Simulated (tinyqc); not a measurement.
Strain: hole subbands of a hard-walled well, four-band Luttinger model.

Hole energies are counted downwards from the unstrained band edge, c = hbar^2/2m0. After the usual block transformation one block is H = [[P + Q - Zs, R - i S], [R + i S, P - Q + Zs]] in (heavy, light), with P +/- Q = c [(g1 +/- g2) k^2 + (g1 -/+ 2 g2) kz^2], R = sqrt(3) c gR k^2, S = 2 sqrt(3) c g3 k kz, kz = -i d/dz; axial approximation gR = (g2 + g3)/2. Zs = b (e_par - e_perp) is the shear part of the strain (the hydrostatic part shifts all levels alike and is left out). Basis sqrt(2/L) sin(n pi z/L), n = 1 to N, for each component: kz^2 gives (n pi/L)^2 and the heavy-light block is R delta_nm - 2 sqrt(3) c g3 k D_nm with D_nm = 4 n m/(L (n^2 - m^2)) for n + m odd, 0 otherwise. The other block has the same levels. The split-off band is left out.

Constants: hbar^2/2m0 = 3.80998211 eV angstrom^2.

Inputs chosen for the exercise (near those of GaAs; the results hold for these values, not for the real material): g1 = 7 (Luttinger gamma1); g2 = 2.07 (gamma2); g3 = 2.95 (gamma3); L = 150 angstrom (well width along [001]); Zlist = (-0.016, -0.0117, -0.0069, -0.0023, 0, 0.0035, 0.0117) eV (shear strain energies (negative: tension in the plane, for b < 0)).

N = 20. dE is the rise of the top subband from k = 0 to k1 = pi/(4L), m1 = c k1^2/dE (dash if dE is not positive), and the heavy weight is taken at k = pi/L.

Top subband:
```
Zs (eV)  HH1 (meV)  LH1 (meV)  dE (meV)  heavy weight  m1 (m0)
-0.0160       20.8        2.6     0.078         0.147    1.348
-0.0117       16.5        6.9    -0.070         0.207        -
-0.0069       11.7       11.7    -0.496         0.316        -
-0.0023        7.1       16.3     0.708         0.475    0.148
0.0000         4.8       18.6     0.731         0.573    0.143
0.0117        -6.9       30.3     0.790         0.900    0.132
```

Give the missing row, Zs (eV) = 0.0035.

Computed row:
```
Zs (eV)  HH1 (meV)  LH1 (meV)  dE (meV)  heavy weight  m1 (m0)
0.0035         1.3       22.1     0.754         0.719    0.138
```

HH1 and LH1 cross at Zs = -2 c g2 (pi/L)^2 = -0.0069 eV; for more negative Zs the light hole is on top. Among the rows with HH1 on top, m1 goes from 0.148 to 0.132 m0 as the splitting widens from 9 to 37 meV, against the unmixed 1/(g1 + g2) = 0.110: compression lightens the holes here. A dash marks a top subband whose hole energy at k1 lies below that at k = 0: an electron-like (negative) mass. m1 describes the neighbourhood of k = 0 only; where HH1 and LH1 lie close, the band may peak further out.

Computed by tinyqc, a small Python program: `OMP_NUM_THREADS=1 python tinyqc.py 1280527 1280528 out.jsonl` (the numbers bound the seed that draws the inputs); one thread of a shared host (Intel(R) Xeon(R) Processor @ 2.30GHz), about 0.1 s for the whole set of steps.
